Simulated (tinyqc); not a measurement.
## MOSFET in saturation, small-signal circuit and noise: effect of the finger width on speed and noise

Bias by the inversion coefficient IC = I/Ispec (charge-based model with velocity saturation; weak inversion below 0.1, strong above 10). Common-source circuit: gm, gds, Cgs, Cgd and Cj at the inner nodes, Rg in series with the gate; quasi-static, no source or drain resistance, no gate-body capacitance, no substrate network, no induced gate noise, so fmax is an upper estimate.

Ispec = 2 n mu Cox (W/L) Vt^2, lc = Ls/L, gms = [sqrt((lc IC + 1)^2 + 4 IC) - 1]/[2 + lc (lc IC + 1)], gm = gms Ispec/(n Vt), gds = sg gm. qs = [sqrt(1 + 4 IC) - 1]/2, Cgs = Cox W L qs (2 qs + 3)/(3 (qs + 1)^2) + Cov W, Cgd = Cov W, Cd = Cj W, Rg = Rsh (Wf/L)/(12 Nf) + Rc/W with Nf = W/Wf fingers (not rounded) contacted at both ends. fT = gm/(2 pi (Cgs + Cgd)), fmax = fT/(2 sqrt(Rg (gds + 2 pi fT Cgd))). Channel noise Sid = 4 kB T gam n gm with gam = (1/2 + (2/3) qs)/(1 + qs) + gw lc IC, qs = [sqrt(1 + 4 IC) - 1]/2, lc = Ls/L (the last term an empirical rise with velocity saturation); at the gate, white noise Sw = Sid/gm^2 + 4 kB T Rg. Number fluctuation with correlated mobility: S(f) = K/f, K = q^2 Vt lt Nt/(W L Cox^2) (1 + ac mu Cox I/gm)^2, Vt in eV with Nt per eV. Corner fc = K/Sw. IC is held fixed.

Parameters, values chosen for the exercise:
- T = 293 K (temperature)
- L = 180 nm (gate length)
- W = 80 um (total gate width)
- Cox = 1.85 uF/cm^2 (gate capacitance)
- mu = 180 cm^2/(V s) (mobility)
- n = 1.24 (slope factor)
- Ls = 20 nm (velocity-saturation length)
- sg = 0.022 (ratio gds/gm)
- Cov = 0.33 fF/um (overlap and fringe capacitance per side)
- Cj = 0.35 fF/um (drain junction capacitance)
- Rsh = 15 ohm (sheet resistance of the gate)
- Rc = 200 ohm um (gate contact and vertical resistance)
- IC = 0.79 (inversion coefficient)
- gw = 0.11 (short-channel excess of the noise factor)
- Nt = 6.1e16 cm^-3 eV^-1 (oxide trap density)
- lt = 0.1 nm (tunnelling length into the oxide)
- ac = 1000 V s/C (Coulomb scattering coefficient)

Constants: q = 1.602176634e-19 C, kB = 1.380649e-23 J/K, Vt = kB T/q. Results are converted to the units shown.

The same in every row: I (uA) = 184.85; fT (GHz) = 4.5532.

Results:
```
Wf (um)	Rg (ohm)	fmax (GHz)	sqrt(Sw) (nV/Hz^0.5)	fc (MHz)
0.25	2.5054	49.646	1.7369	0.27454
0.5	2.5217	49.486	1.7370	0.27452
2	2.8472	46.571	1.7385	0.27404
4	3.8889	39.849	1.7434	0.27252
8	8.0556	27.687	1.7626	0.26661
```

Estimate the missing row, Wf = 1 um.

Computed row:
```
Wf (um)	Rg (ohm)	fmax (GHz)	sqrt(Sw) (nV/Hz^0.5)	fc (MHz)
1	2.5868	48.859	1.7373	0.27442
```

With this row back in the table: As Wf goes from 0.25 to 8 um, fT stays at 4.55 GHz, fmax falls from 49.6 to 27.7 GHz, the white noise rises from 1.74 to 1.76 nV/Hz^0.5 and the corner falls from 0.275 to 0.267 MHz. The finger width leaves fT alone and acts through Rg, whose sheet part goes as Wf^2. In every row fmax exceeds 4 fT, where channel resistance and substrate losses, left out here, would cap it.

Program tinyqc, `OMP_NUM_THREADS=1 python tinyqc.py 2150009 2150010 out.jsonl`; Intel Xeon 2.30GHz, shared host, one thread, about 0.01 s.
